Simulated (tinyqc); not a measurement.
What moves the results: periodic multilayer mirror for extreme ultraviolet light. A value that a table varies takes the place of the one given here.

s polarisation, vacuum above. q_j = sqrt(N_j^2 - sin^2 theta); interface r_jk = (q_j - q_k)/(q_j + q_k) exp(-2 (2 pi/lam)^2 q_j q_k sg^2) (Nevot-Croce; sg = 0 if not given); phase factor of a layer x_j = exp(4 pi i q_j d_j/lam). Each period has the spacer (thickness (1 - Gm) L) on top of the absorber (Gm L). In this recursion R is the amplitude; R in tables and results is the reflectance, its squared modulus. The substrate is of the spacer material. Starting with R = 0 in it, each interface upward gives R -> (r + R x)/(1 + r R x), x that of the layer below the interface (1 for the substrate).

Values chosen for the exercise (optical constants near those of Mo and Si at 13.5 nm; shifted at random, so the results belong to these values and not to a real crystal):
- lam = 13.5 nm (wavelength)
- dA = (0.0772, 0.00603) (delta and beta of the absorber, N = 1 - delta + i beta)
- dS = (0.0011, 0.00178) (delta and beta of the spacer and the substrate)
- L = 7 nm (period)
- Gm = 0.4 (absorber share of the period)
- theta = 9 degrees (angle from the normal)
- sg = 0.5 nm (interface roughness)
- Np = 40 (periods)

## Number of periods

The last column sets both beta to zero.

Reflectance:
```
periods      R  R without absorption
5        0.096                 0.108
10       0.287                 0.348
15       0.457                 0.584
20       0.573                 0.756
30       0.682                 0.925
40       0.715                 0.978
50       0.724                 0.994
60       0.726                 0.998
80       0.727                 1.000
100      0.727                 1.000
```

R reaches 0.715 at 40 periods and 0.727 at 100; it stays within 0.01 of the last value from 50 periods on. Without absorption the last value is 1.000: absorption, not the count of layers, caps the mirror, and the roughness, which weakens each reflection, lowers that cap further.

## Wavelength

The optical constants are held fixed.

Reflectance:
```
lam (nm)      R
12.9      0.104
13.0      0.161
13.1      0.440
13.2      0.598
13.3      0.673
13.4      0.708
13.5      0.715
13.6      0.680
13.7      0.526
13.8      0.133
13.9      0.100
14.0      0.130
14.1      0.036
14.2      0.023
14.3      0.057
```

The largest value listed is 0.715 at 13.5 nm, against lam_B = 2 L Re(mean q) = 13.380 nm; the peak lies on the long side, where the nodes of the standing wave fall in the absorber. R exceeds half of that from 13.1 to 13.7 nm of the wavelengths listed, at least 4.4 % of the wavelength; a chain of ten mirrors narrows it, since R^10 falls to half where R has lost only 7 %.

## Absorber share

For each Gm the period is set so that lam_B = 2 L Re(mean q) equals lam - 0.09 nm.

Results:
```
Gm    L (nm)      R
0.15   6.877  0.451
0.20   6.904  0.576
0.25   6.932  0.650
0.30   6.959  0.689
0.35   6.987  0.709
0.40   7.016  0.716
0.45   7.044  0.714
0.50   7.073  0.706
0.60   7.131  0.668
0.70   7.190  0.591
```

The largest value listed is 0.716 at 0.4. The contrast of a period goes as sin(pi Gm) and is largest at 0.5, while the loss grows with Gm; R is 0.706 at 0.5, 0.689 at 0.3 and 0.591 at 0.7. Absorption pulls the best share below 0.5.

## Angle of incidence

Results:
```
theta (degrees)  lam_B (nm)      R
0                    13.558  0.682
2                    13.550  0.685
4                    13.523  0.695
6                    13.479  0.707
8                    13.417  0.715
10                   13.338  0.708
12                   13.242  0.648
14                   13.128  0.354
16                   12.997  0.092
18                   12.848  0.100
20                   12.683  0.041
```

lam_B = 2 L Re(mean q) falls with the angle, from 13.558 to 12.683 nm; the largest value listed is 0.715 at 8 degrees. R stays above 90 % of that value at 0, 2, 4, 6, 8, 10 and 12 degrees, which bounds the cone of light that a mask or mirror with this period accepts.

## Tolerances

R of the mirror, and R^10 for a chain of ten such mirrors. Each row changes one parameter from the base and keeps the others.

Results:
```
case                         R    R^10
base                    0.7145  0.0347
L = 7.04 nm             0.7121  0.0335
Gm = 0.44               0.7081  0.0317
theta = 11 degrees      0.6893  0.0242
sg = 0.7 nm             0.6817  0.0217
dA = (0.0772, 0.00724)  0.6900  0.0245
lam = 13.55 nm          0.7046  0.0302
```

The largest shifts from the base row, up to three for each result and ties (the steps differ in size, so this ranks the rows, not the parameters). R: sg -0.0328, theta -0.0252, dA -0.0246. R^10: sg -0.0130, theta -0.0105, dA -0.0102.

(tinyqc, `OMP_NUM_THREADS=1 python tinyqc.py 1652651 1652652 out.jsonl`, Intel(R) Xeon(R) Processor @ 2.30GHz, 1 thread, shared host, about 0.01 s.)
